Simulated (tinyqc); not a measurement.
Changing the diffusion length L: surface photovoltage measurement of the minority-carrier diffusion length in a wafer. Computed by tinyqc, a small Python program. Command: `OMP_NUM_THREADS=1 python tinyqc.py 3130567 3130568 out.jsonl spv sweep`. One thread of a shared host (Intel(R) Xeon(R) Processor @ 2.30GHz), about 0.01 s of CPU time with the checks.

Low injection, steady light, a depletion layer much thinner than 1/alpha and L. The excess density dn is taken at the front edge of the neutral region; light that reaches the back is lost.

Inputs (values chosen for the exercise, modelled on p-type silicon at room temperature): wafer thickness W = 725 micrometre; diffusivity D = 29 cm^2/s; front recombination velocity S_f = 66000 cm/s; back recombination velocity S_b = 56000 cm/s; photon flux entering = 7e+12 1/(cm^2 s); minority density at the surface barrier scale n_0 = 4e+09 1/cm^3; temperature T = 298 K; wavelength = 869 nm; relative noise of each reading = 1 %.

normal deviates g for the noise: [-0.21, -1.28, 0.93, 0.19, -2.12, -0.54, -0.98]

Constants: k_B = 8.617333262e-05 eV/K.

Method:
- alpha = (84.732/lambda - 76.417)^2 per cm with lambda in micrometre (an empirical fit for silicon between 0.7 and 1.05 micrometre).
- Thick wafer: dn = Phi L/((S_f + D/L)(L + 1/alpha)). Finite wafer, with s = S_b L/D, w = W/L, a = alpha L: dn = [Phi a/(a^2 - 1)] [a - B - exp(-alpha W)(a - s)/(cosh w + s sinh w)]/(S_f + B D/L), B = (sinh w + s cosh w)/(cosh w + s sinh w).
- Photovoltage V = (k_B T/e) ln(1 + dn/n_0). Lifetime = L^2/D.
- Readings y = (Phi/dn) (1 + noise x g) at 780, 830, 880, 920, 950, 975 and 995 nm; a least-squares line y = c (1/alpha + L_app) gives L_app = intercept/slope.

One run for each value; columns: (1) diffusion length L (micrometre); (2) apparent length L_app (micrometre); (3) error of L_app (rounded to 0.001) (%); (4) dn, finite wafer (1/cm^3); (5) B:
```
(1)     (2)      (3)        (4)    (5)
8       8.2    2.862  1.796e+07  1.000
15     15.3    2.021  3.282e+07  1.000
29     29.5    1.630  5.188e+07  1.000
54     54.8    1.567  6.925e+07  1.000
100   101.8    1.767  8.295e+07  1.000
190   193.6    1.892  9.268e+07  1.001
370   352.4   -4.747  9.851e+07  1.039
700   504.4  -27.937  1.010e+08  1.284
1300  583.9  -55.088  1.018e+08  1.964
2500  613.9  -75.443  1.021e+08  3.521
```

Over the rows, apparent length L_app (micrometre) rises from 8.23 to 614 (exponent d ln y / d ln x 0.99 between the first rows and 0.077 between the last); error of L_app (rounded to 0.001) (%) lies between -75.4 and 2.86 without a single trend; dn, finite wafer (1/cm^3) rises from 1.80e7 to 1.02e8 (exponent d ln y / d ln x 0.96 between the first rows and 0.0040 between the last).

Extremes, crossings and ranges named in words are read from the listed rows.
